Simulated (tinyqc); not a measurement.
# Tunnelling through a two-layer gate stack, WKB transmission and Tsu-Esaki current: what changes with what

Electrons leave the emitter at x = 0. Energies E (motion across the layers) are in eV from the emitter Fermi level; the collector Fermi level lies at -V and offers states at every E. No charge in the dielectric and no image force: F1 = V/(t1 + t2 eps1/eps2), F2 = F1 eps1/eps2; U = phi1 - F1 x in layer 1 and phi2 - F1 t1 - F2 (x - t1) in layer 2. With C = hbar^2/(2 m0), kappa = sqrt(m (U - E)/C) where U > E and 0 elsewhere; T(E) = exp(-S), S = 2 times the integral of kappa over x.

Parameters, values chosen for the exercise; layer 1 close to silicon nitride, layer 2 close to zirconium oxide:

| symbol | value | unit | meaning |
|---|---|---|---|
| T | 350 | K | temperature |
| Ef | 0.3 | eV | Fermi energy of the emitter above its band bottom |
| me | 0.55 | m0 | emitter mass in the supply function |
| phi1 | 2.03 | eV | barrier of layer 1 above the emitter Fermi level at zero bias |
| m1 | 0.49 | m0 | tunnelling mass of layer 1 |
| t1 | 0.5 | nm | thickness of layer 1 |
| eps1 | 7.2 |  | relative permittivity of layer 1 |
| phi2 | 1.43 | eV | barrier of layer 2 at zero bias |
| m2 | 0.25 | m0 | tunnelling mass of layer 2 |
| t2 | 2.4 | nm | thickness of layer 2 |
| eps2 | 25.8 |  | relative permittivity of layer 2 |
| V | 0.6 | V | voltage across the dielectric |

Constants: q = 1.602176634e-19 C, kB = 1.380649e-23 J/K, hbar = 1.054571817e-34 J s, m0 = 9.1093837015e-31 kg, Vt = kB T/q, hbar^2/(2 m0) = 0.0380998212 eV nm^2. Results are converted to the units shown.

Each table varies one quantity; the others keep the values above.

## Effect of the tunnelling mass m1

Each layer adds (2/F) sqrt(m/C) [G(u at its left edge) - G(u at its right edge)] to S, with u = U - E (0 where negative) and G(u) = (2/3) u^1.5. J = J0 times the integral of T(E) N(E) dE, N = ln[(1 + exp(-E/Vt))/(1 + exp((-E - V)/Vt))], J0 = q^2 me m0 kB T/(2 pi^2 hbar^3) (times 1e-4 for A/cm^2 per eV), from E = -Ef to far above the barrier (T = 1 there), by quadrature converged to the digits shown.

Effect of the tunnelling mass m1:
```
m1 (m0)  S at E = 0  T(E = 0)  J (A/cm^2)  mean E of the current (eV)
0.12          14.74  3.974e-7       54.08                     -0.1466
0.15          15.03  2.977e-7       40.08                     -0.1459
0.2           15.45  1.950e-7       25.84                     -0.1450
0.25          15.82  1.343e-7       17.55                     -0.1442
0.31          16.22  8.993e-8       11.58                     -0.1433
0.4           16.76  5.269e-8       6.653                     -0.1422
0.5           17.29  3.110e-8       3.852                     -0.1410
0.63          17.90  1.687e-8       2.044                     -0.1396
```

What does the comparison show?

J falls from 54.1 to 2.04 A/cm^2. S goes as m1^(0.12): only one of the two layers feels this mass, so the power is below 0.5. In every row a layer is thinner than 0.8 nm, a few atomic planes, where an effective mass is a rough description.

## Effect of the barrier height

Same model as above.

Effect of the barrier height:
```
phi1 (eV)  S at E = 0  T(E = 0)  J (A/cm^2)  mean E of the current (eV)
1               15.64  1.618e-7       18.59                     -0.1363
1.19            15.98  1.143e-7       13.42                     -0.1377
1.37            16.29  8.456e-8       10.09                     -0.1387
1.56            16.58  6.294e-8       7.614                     -0.1395
1.74            16.84  4.844e-8       5.924                     -0.1402
1.93            17.10  3.731e-8       4.608                     -0.1408
2.11            17.34  2.950e-8       3.673                     -0.1413
2.3             17.58  2.328e-8       2.921                     -0.1418
```

Read the table: what changes, and by how much?

J falls from 18.6 to 2.92 A/cm^2, on average 0.618 decades for each eV, while S rises from 15.6 to 17.6. In every row a layer is thinner than 0.8 nm, a few atomic planes, where an effective mass is a rough description.

Program tinyqc, `OMP_NUM_THREADS=1 python tinyqc.py 2540065 2540066 out.jsonl`; Intel Xeon 2.30GHz, shared host, one thread, about 0.02 s.
